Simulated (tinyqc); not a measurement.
Static screening by free carriers, step by step. Values are carried at full precision from step to step, so a last printed digit may differ when a step is redone from the rounded ones.

kF = (3 pi^2 n/Mv)^(1/3), EF = c kF^2/m with c = hbar^2/2m0, n in 1/angstrom^3 (1e-24 per 1/cm^3), e2 = e^2/(4 pi eps0). Thomas-Fermi: qTF^2 = 6 pi e2 n/(eps EF). Debye: qD^2 = 4 pi e2 n/(eps kB T).

Constants: hbar^2/2m0 = 3.80998211 eV angstrom^2; e^2/(4 pi eps0) = 14.39964547 eV angstrom; kB = 8.617333262e-05 eV/K; a0 (Bohr radius) = 0.5291772105 angstrom.

Parameters, chosen for this exercise (a free-electron density near that of Au; shifted at random, so the results belong to these values and not to a real crystal):
```
symbol  value     unit        meaning
n       5.74e+22  1/cm^3      carrier density
m       1         m0          mass of one isotropic valley
Mv      1                     valleys
eps     1                     background dielectric constant
T       300       K
q       0.86      1/angstrom  wave vector
```

## Fermi and screening wave vectors

Also the effective Bohr radius aB = a0 eps/m and rs = (3/(4 pi n))^(1/3)/aB.

kF = 1.1934 1/angstrom
EF at 0 K = 5426 meV
EF/kT = 210
qTF = 1.6945 1/angstrom
qD = 20.044 1/angstrom
aB = 0.5292 angstrom
rs = 3.04

The gas is degenerate, so the Thomas-Fermi value applies. With rs above 1 exchange and correlation, left out here, are not small.

## Lindhard function at one q

Lindhard at zero temperature: eps(q)/eps = 1 + (qTF/q)^2 L(x), x = q/(2 kF), L(x) = 1/2 + ((1 - x^2)/(4x)) ln|(1 + x)/(1 - x)|.

Compare with Thomas-Fermi, 1 + (qTF/q)^2.

x = 0.3603
L(x) = 0.9555
eps(q)/eps, Lindhard = 4.710
eps(q)/eps, Thomas-Fermi = 4.882

The carriers respond with 96 % of their long-wave strength at this q.

## Checks

- L(x) at x = 0.7 against the integral over the Fermi sphere: both 0.81595.

(tinyqc, `OMP_NUM_THREADS=1 python tinyqc.py 1682062 1682063 out.jsonl`, Intel(R) Xeon(R) Processor @ 2.30GHz, 1 thread, shared host, about 0.01 s.)
